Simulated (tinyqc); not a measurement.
Atomic layer deposition: Langmuir saturation, growth per cycle and coating of deep features: one step, computed by the program tinyqc. Command: `OMP_NUM_THREADS=1 python tinyqc.py 3013613 3013614 out.jsonl ald walk`. One thread of a shared host (Intel(R) Xeon(R) Processor @ 2.30GHz), about 0.02 s of CPU time with the checks.

Precursor A sticks only on free sites, so a long enough pulse saturates; co-reactant B then frees the sites again.

Problem. Steady growth per cycle. One cycle from coverage th0: pulse A gives th1 = th_s + (th0 - th_s) exp(-(k_a + k_d) t), th_s = k_a/(k_a + k_d); the purge leaves th2 = th1 exp(-k_d t_p); pulse B converts c_B th2 into film and leaves th3 = (1 - c_B) th2. Growth = G c_B th2. The periodic state has th0 = th3: th0 = (1 - c_B) e_p th_s (1 - e_a)/(1 - (1 - c_B) e_p e_a), with e_a = exp(-(k_a + k_d) t), e_p = exp(-k_d t_p). Share of impinging molecules used = q (th1 - th0)/(F t).

Inputs (values chosen for the exercise, modelled on titanium nitride from the chloride and ammonia): site density q = 1.8 1/nm^2; growth per cycle at saturation G = 0.38 angstrom; temperature T = 175 C; pulse time t = 0.093 s; co-reactant completion per pulse c_B = 0.999; purge time t_p = 5.3 s.

k_a = 26.73684 1/s

k_d = 0.04031376 1/s

flux F = 74040.48 1/(nm^2 s)

Give: coverage after pulse A; growth per cycle; share of impinging molecules used.

Solution.

coverage after pulse A = 0.9158

growth per cycle = 0.2808 angstrom

share of impinging molecules used = 2.392e-04

The pulse is 2.49 filling times long: not fully saturated, so thickness still depends somewhat on the local dose. Desorption in the purge removes 19.2 % of the layer: the temperature window closes from above.
